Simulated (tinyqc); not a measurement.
Photoconductance decay in a wafer: bulk and surface recombination modes, and iron detection by pair splitting: one step, computed by the program tinyqc. Command: `OMP_NUM_THREADS=1 python tinyqc.py 3113240 3113241 out.jsonl pcd walk`. One thread of a shared host (Intel(R) Xeon(R) Processor @ 2.30GHz), about 0.01 s of CPU time with the checks.

Both faces of the wafer have the same S; injection is low and all coefficients are constant. x runs from -W/2 to W/2.

Question. Pairs form again. Association time tau_a = 5.7e5 (T/N_A) exp(0.66 eV/(k_B T)) s with T in K and N_A in 1/cm^3 (an empirical form); the unpaired share is exp(-t/tau_a).

Inputs (values chosen for the exercise, modelled on p-type silicon): boron density N_A = 9.1e+14 1/cm^3; storage temperature T = 300 K.

Constants: k_B = 8.617333262e-05 eV/K.

Give: tau_a; time until 5 % have paired; time until 99 % have paired.

Answer.

tau_a = 383.1 min

time until 5 % have paired = 1179 s

time until 99 % have paired = 29.40 h
